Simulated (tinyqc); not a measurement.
# In-plane mass from two subband densities

Problem. At zero temperature each occupied subband holds N_k = D (EF - E_k), D = md m0 q/(pi hbar^2) per eV. Two subbands are occupied. Find md, EF - E1 and EF - E2.

Constants: q = 1.602176634e-19 C, hbar = 1.054571817e-34 J s, m0 = 9.1093837015e-31 kg. Results are converted to the units shown.

N1, N2 (cm^-2): [1.6727973e12, 1.7e11]
E2 - E1 = 46.6 meV

Answer. N1 - N2 = D (E2 - E1) gives D and so md; each N_k/D is a distance to EF.

md = 0.07720 m0
EF - E1 = 51.87 meV
EF - E2 = 5.272 meV

Computed by the program tinyqc: `OMP_NUM_THREADS=1 python tinyqc.py 2140043 2140044 out.jsonl`, one thread of a shared Intel Xeon 2.30GHz, about 0.2 s for the whole run.
